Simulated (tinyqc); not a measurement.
Gate sheet resistance from two finger widths.

Problem. At low frequency R = Rsh Wf/(3 L) + B/Wf, where B collects the channel and vertical terms. Find Rsh, B and the width of lowest R.

Inputs (values chosen for the exercise): channel length L = 0.9 um.

input resistance of single fingers, contacted at one end, of width 0.77 and 6.3 um (ohm): [83.900034, 27.033333]

Answer. R Wf is a straight line in Wf^2; the minimum of R lies where both terms are equal.

Rsh = 7.300 ohm/square
B = 63.00 ohm um
width of lowest R = 4.827 um

Numbers from tinyqc (`OMP_NUM_THREADS=1 python tinyqc.py 2262092 2262093 out.jsonl`; about 0.01 s on one thread of a shared Intel Xeon 2.30GHz).
